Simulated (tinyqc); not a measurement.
Two-band k.p model of the X valleys of a zinc-blende crystal: sweeps and comparisons. A value that a table varies takes the place of the one given here.

k along the valley axis, counted from X, c = hbar^2/2m0, e = c k^2/ml. H = [[e - D/2, i P k], [-i P k, e + D/2]] with P^2 = D0 c/ml, so E = e -/+ sqrt(D^2/4 + D0 e). For D = 0 (diamond lattice) the bands cross at X.

With x = D/D0: for x < 1 the minima lie at k_m = sqrt(ml D0 (1 - x^2)/(4 c)), the hump at X has the height dE = (D0/4)(1 - x)^2 and the mass at the minimum is ml/(1 - x^2); the mass at X is ml/(1 - 1/x), negative for x < 1. For x > 1 the minimum is at X.

Thermal masses along the axis for one X point, lower band, E from the minimum, on 1601 points from -0.8 to 0.8 1/angstrom: density-of-states mass m_d = c I^2/(pi kT), I = integral of exp(-E/kT) dk; conductivity mass m_c = 2 c kT/<(dE/dk)^2> with central differences.

Constants: hbar^2/2m0 = 3.80998211 eV angstrom^2; kB = 8.617333262e-05 eV/K.

Parameters, chosen for this exercise (of the order of those of GaP; the results hold for these values, not for the real material):
```
symbol  value  unit  meaning
D0      0.406  eV    coupling energy
ml      0.925  m0    mass along the axis from remote bands
D       0.365  eV    splitting of the two conduction levels at X
T       20     K     temperature
```

## From the diamond lattice to a polar crystal

D is varied at fixed D0 and ml.

Results:
```
x     D (eV)  k_m (1/angstrom)  dE (meV)  mass at the minimum
0.00   0.000            0.1570    101.50                0.925
0.30   0.122            0.1497     49.73                1.016
0.60   0.244            0.1256     16.24                1.445
0.80   0.325            0.0942      4.06                2.569
0.90   0.365            0.0684      1.01                4.868
1.10   0.447            0.0000      0.00               10.175
1.30   0.528            0.0000      0.00                4.008
2.00   0.812            0.0000      0.00                1.850
4.00   1.624            0.0000      0.00                1.233
```

What can be read from the table?

At D = 0 the minima lie 0.1570 1/angstrom from X under a cusp of D0/4 = 101 meV, the pattern of silicon. The hump shrinks as (1 - x)^2, faster than k_m, so at x = 0.9 it is only 1.01 meV although k_m is still 44 % of its first value. The mass diverges at x = 1 from both sides (4.87 at 0.9, 10.17 at 1.1), where the band is quartic.

## Temperature

Thermal masses against T.

Results:
```
T (K)  kT (meV)     m_d    m_c
10         0.86  23.855  6.735
20         1.72  20.531  6.502
50         4.31  13.976  5.207
100        8.62   9.859  4.140
200       17.23   6.936  3.265
300       25.85   5.691  2.855
500       43.09   4.495  2.434
```

What can be read from the table?

m_d goes from 23.855 to 4.495 and m_c goes from 6.735 to 2.434. The limits are 4 x 4.823 and 4.823 for kT far below dE = 1.04 meV, and ml = 0.925 for both at kT far above D0; near kT = dE the flat region between the minima can push both above the first limit. No single longitudinal mass describes such a valley, so values from cyclotron resonance, donor spectra and carrier densities differ.

## What each parameter does

Shape of the lower band and thermal masses. Each row changes one parameter from the base and keeps the others.

Results:
```
case            k_m (1/angstrom)  dE (meV)  m_d (m0)  m_c (m0)
base                      0.0687     1.035    20.531     6.502
D = 0.354 eV              0.0769     1.665    18.392     5.472
D0 = 0.3938 eV            0.0580     0.527    21.344     7.370
ml = 0.8972 m0            0.0677     1.035    19.914     6.307
T = 19.4 K                0.0687     1.035    20.734     6.531
```

What does this show?

The largest shifts from the base row, up to three for each result and ties (the steps differ in size, so this ranks the rows, not the parameters). k_m (1/angstrom): D0 -0.0107, D +0.0081, ml -0.0010; unchanged at the printed digits by T. dE (meV): D +0.630, D0 -0.509; unchanged at the printed digits by ml and T. m_d (m0): D -2.139, D0 +0.813, ml -0.617. m_c (m0): D -1.030, D0 +0.867, ml -0.195.

Run: tinyqc, `OMP_NUM_THREADS=1 python tinyqc.py 1880509 1880510 out.jsonl`; Intel(R) Xeon(R) Processor @ 2.30GHz, one thread, shared host; about 0.01 s of CPU time with all checks.
